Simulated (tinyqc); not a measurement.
Worked calculation: Hubbard chain of 2 sites. One step of it, computed by the program tinyqc.

Problem. Mean-field iteration 2. H(up) = T + U n(down), H(down) = T + U n(up); fill the lowest levels; n(new) = n + mixing (n(out) - n); E = tr T (rho up + rho down) + U sum n_up n_down of the output.

one-body matrix (hopping and site energies) (eV):
```
           1          2
1  -0.100000  -1.680000
2  -1.680000  -0.320000
```

U = 11.900000 eV

electrons, up and down: 1  1

mixing = 1

n(up) after iteration 1: 1 0.976170, 2 0.023830

n(down) after iteration 1: 1 0.022073, 2 0.977927

Give: levels, up; levels, down; energy; n(up) after iteration 2; n(down) after iteration 2.

Solution.

levels, up (eV): -0.085  11.565

levels, down (eV): -0.276  11.756

energy = -0.894 eV

n(up) after iteration 2: 1 0.979, 2 0.021

n(down) after iteration 2: 1 0.020, 2 0.980
